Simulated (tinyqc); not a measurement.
# Inputs raised by 5 %, one at a time

Model: effective-mass impurity with a central-cell term, in a basis of Slater functions. Computed by tinyqc, a small Python program. Command: `OMP_NUM_THREADS=1 python tinyqc.py 3000356 3000357 out.jsonl centralcell sens`. One thread of a shared host (Intel(R) Xeon(R) Processor @ 2.30GHz), about 0.01 s of CPU time with the checks.

The envelope obeys H = -nabla^2 - (2/r) [Z + A exp(-kappa r)] in effective units, with kappa = a*/lambda; positive A deepens the well near the core.

Inputs (values chosen for the exercise, with mass and screening modelled on 4H-SiC):
```
quantity                   value      unit
effective mass m           0.397       m_0
dielectric constant eps       10         -
charge Z of the core           1         -
central-cell strength A     0.87         -
central-cell range lambda    1.3  angstrom
```

Impurity: donor, one isotropic band.

Constants: Ry = 13.605693123 eV; a_0 = 0.529177210903 angstrom.

Method:
- Units: Ry* = Ry m/eps^2 and a* = a_0 eps/m, with m in m_0.
- kappa = a*/lambda; the hydrogenic ground state is bound by Z^2 Ry*.
- For s functions exp(-zeta r), with s = zeta_i + zeta_j: S = 2/s^3, T = zeta_i zeta_j S, V = -2 Z/s^2, W = -2 A/(s + kappa)^2; each function is normalised by dividing by sqrt(S_ii S_jj).
- Large basis: zeta_i = 0.06 x 1.6^(i-1), i = 1..22, same formulas; for p functions r exp(-zeta r): S = 24/s^5, T = zeta_i zeta_j S (centrifugal term included), V = -12 Z/s^4, W = -12 A/(s + kappa)^4; overlap eigenvalues below 1e-11 are dropped.
- Binding energies are -E Ry*; the effective quantum number is nu = Z/sqrt(-E); |psi(0)|^2 is given relative to the hydrogenic Z^3/(pi a*^3).

Runs:
```
input moved                            from       to  1s binding energy (meV)  2s binding energy (meV)  relative |psi(0)|^2  a* (angstrom)
base run                                  -        -                    56.90                    13.85                1.565          13.33
effective mass m (m_0)                0.397  0.41685                    60.03                    14.58                1.602          12.69
dielectric constant eps                  10     10.5                    51.39                    12.54                1.530          14.00
central-cell strength A                0.87   0.9135                    57.07                    13.87                1.602          13.33
central-cell range lambda (angstrom)    1.3    1.365                    57.17                    13.88                1.602          13.33
```

Exponents ln(y'/y) / ln(x'/x):
```
input                      1s binding energy  2s binding energy  relative |psi(0)|^2  a*
effective mass m                       1.097              1.046                0.478  -1
dielectric constant eps               -2.089             -2.043               -0.458   1
central-cell strength A                0.060              0.029                0.479   0
central-cell range lambda              0.097              0.046                0.478   0
```

To which inputs is each result most sensitive?

Among the inputs moved here: 1s binding energy answers most in size to dielectric constant eps (exponent -2.089), next to effective mass m (+1.097). 2s binding energy answers most in size to dielectric constant eps (exponent -2.043), next to effective mass m (+1.046). Relative |psi(0)|^2 answers most in size to central-cell strength A (exponent +0.479), and about equally to effective mass m (+0.478), central-cell range lambda (+0.478). a* answers most in size to effective mass m (exponent -1.000), and about equally to dielectric constant eps (+1.000); its exponent is below 0.0005 for central-cell strength A, central-cell range lambda. Its exponent -1.000 in effective mass m: a* = a_0 eps/m. Its exponent +1.000 in dielectric constant eps: a* = a_0 eps/m.
